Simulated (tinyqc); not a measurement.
Comparisons within one model: phonon-assisted absorption at an indirect gap. A value that a table varies takes the place of the one given here.

alpha(E) = sum_j A_j [N_j (E - Eg + w_j)^2 + (N_j + 1)(E - Eg - w_j)^2], each bracket counted only where its base is positive; N_j = 1/(exp(w_j/kB T) - 1). The first term absorbs a phonon and the second emits one; excitons and direct transitions are left out.

Photodiode (Gaertner form with a dead layer): QE = (1 - R) exp(-alpha xj) [1 - exp(-alpha W)/(1 + alpha L)], R = ((nr - 1)/(nr + 1))^2; responsivity = QE/E in A/W for E in eV.

Constants: kB = 8.617333262e-05 eV/K.

Inputs chosen for the exercise (loosely those of Si at room temperature; Eg is not tied to T; shifted at random, so the results belong to these values and not to a real crystal):
- Eg = 1.107 eV (indirect gap, held fixed unless listed)
- w = (58.1, 18.9) meV (two zone-edge phonons)
- A = (2800, 670) 1/(cm eV^2) (their strengths)
- T = 400 K
- nr = 3.63 (refractive index)
- xj = 0.3 micrometre (dead layer at the surface)
- W = 27 micrometre (depleted width)
- L = 42 micrometre (minority diffusion length below it)
- E = 1.458 eV (photon energy)

## The square root of alpha at three temperatures

The gap is held fixed, so only the phonon occupations change.

sqrt(alpha) (1/cm^(1/2)):
```
E - Eg (eV)     4 K   150 K   450 K
-0.04         0.000   0.102   0.514
-0.02         0.000   0.214   1.082
0.00          0.000   0.423   1.761
0.02          0.028   0.707   2.556
0.04          0.546   1.181   3.497
0.07          1.465   2.190   5.167
0.10          3.053   3.789   7.279
0.15          5.930   6.785  11.209
0.20          8.852   9.870  15.309
0.30         14.724  16.100  23.666
0.45         23.549  25.487  36.321
0.60         32.380  34.887  49.021
```

How do the results move?

Below the gap only phonon absorption acts: at E - Eg = -0.02 eV sqrt(alpha) is 0.000, 0.214 and 1.082 at 4, 150 and 450 K. A straight line through the last two rows meets the axis at E - Eg = +0.0500, +0.0433 and +0.0210 eV: the intercept is roughly a weighted mean of the thresholds, not the gap, and it moves from the emission side towards Eg as the occupations grow. At the last row alpha grows by a factor 2.29 from the lowest to the highest temperature at fixed gap.

## Spectral response

Response:
```
E (eV)  wavelength (nm)  alpha (1/cm)  1/alpha (micrometre)  dead layer  collected     QE    A/W
1.13               1097          5.83              1.72e+03       1.000      0.039  0.026  0.023
1.17               1060          18.7                   536       0.999      0.118  0.080  0.068
1.23               1008          71.0                   141       0.998      0.364  0.246  0.200
1.31                946           215                  46.6       0.994      0.705  0.475  0.362
1.41                879           512                  19.5       0.985      0.920  0.614  0.435
1.56                795      1.21e+03                  8.29       0.964      0.994  0.649  0.416
1.76                704      2.59e+03                  3.86       0.925      1.000  0.627  0.356
2.01                617      5.06e+03                  1.98       0.859      1.000  0.582  0.290
2.31                537      9.11e+03                  1.10       0.761      1.000  0.515  0.223
2.71                458      1.64e+04                 0.611       0.612      1.000  0.415  0.153
```

What does this show?

QE is highest, 0.649, at 1.56 eV of those listed and the responsivity at 1.41 eV; reflection alone caps QE at 0.677. Near the gap weak absorption limits it (collected share 0.039); at the top the dead layer passes 0.612. Far above the gap the quadratic law and a constant index are only rough.

## What moves the response

At the energy E. Each row changes one parameter from the base and keeps the others.

Results:
```
case                 alpha (1/cm)      QE
base                        702.1  0.6380
Eg = 1.087 eV               790.1  0.6433
T = 450 K                   781.8  0.6429
W = 54 micrometre           702.1  0.6594
L = 21 micrometre           702.1  0.6230
xj = 0.6 micrometre         702.1  0.6247
nr = 3.81                   702.1  0.6204
```

How do the results move?

The largest shifts from the base row, up to three for each result and ties (the steps differ in size, so this ranks the rows, not the parameters). alpha (1/cm): Eg +88.0, T +79.7; unchanged at the printed digits by W, L, xj and nr. QE: W +0.0214, nr -0.0175, L -0.0150.

tinyqc: `OMP_NUM_THREADS=1 python tinyqc.py 1680571 1680572 out.jsonl`; about 0.01 s, one thread, shared Intel(R) Xeon(R) Processor @ 2.30GHz.
